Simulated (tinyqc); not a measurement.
From results back to parameters: bond-orbital model of a tetrahedral semiconductor (Harrison's universal couplings). Five cases, with inputs chosen for the exercise.

Problem. In the bond-orbital model the bond-antibond splitting is 2 sqrt(V2^2 + V3^2), Z* = 4 ap - (Z - 4) with ap = V3/sqrt(V2^2 + V3^2), and V2 = 3.22 x 2c/d^2, c = hbar^2/2m0. The values below come from a hidden bond length and V3.

Constants: hbar^2/2m0 = 3.80998211 eV angstrom^2.

Find: V2, V3; d.

Method. ap = (Z* + Z - 4)/4; V3 = ap times half the splitting, V2 = sqrt(1 - ap^2) times it, and d = sqrt(6.44 c/V2).

Case 1.

Values chosen (out of a larger set: near tabulated values for SiC; the model gives trends, and its gaps can be far from the real ones; not measured data): Z = 4 (valence electrons of the anion).

splitting = 14.23905 eV
Z* = 1.05204 e

Solution.

V2, V3 (eV): 6.869  1.873

d = 1.890 angstrom

Case 2.

Values chosen (out of a larger set: near tabulated values for SiC; the model gives trends, and its gaps can be far from the real ones; not measured data): Z = 4 (valence electrons of the anion).

splitting = 14.53139 eV
Z* = 1.03844 e

Solution.

V2, V3 (eV): 7.017  1.886

d = 1.870 angstrom

Case 3.

Values chosen (out of a larger set: near tabulated values for InAs; the model gives trends, and its gaps can be far from the real ones; not measured data): Z = 5 (valence electrons of the anion).

splitting = 8.59135 eV
Z* = 1.21851 e

Solution.

V2, V3 (eV): 3.574  2.382

d = 2.620 angstrom

Case 4.

Values chosen (out of a larger set: near tabulated values for AlN; the model gives trends, and its gaps can be far from the real ones; not measured data): Z = 5 (valence electrons of the anion).

splitting = 17.14428 eV
Z* = 1.34656 e

Solution.

V2, V3 (eV): 6.942  5.029

d = 1.880 angstrom

Case 5.

Values chosen (out of a larger set: near tabulated values for BN; the model gives trends, and its gaps can be far from the real ones; not measured data): Z = 5 (valence electrons of the anion).

splitting = 21.48386 eV
Z* = 0.38011 e

Solution.

V2, V3 (eV): 10.082  3.706

d = 1.560 angstrom

Computed by tinyqc, one run a case: `OMP_NUM_THREADS=1 python tinyqc.py N N+1 out.jsonl` with N = 1481026, 1481162, 1481167, 1481206, 1481322; one thread of a shared Intel(R) Xeon(R) Processor @ 2.30GHz, about 0.01 s a run at most.
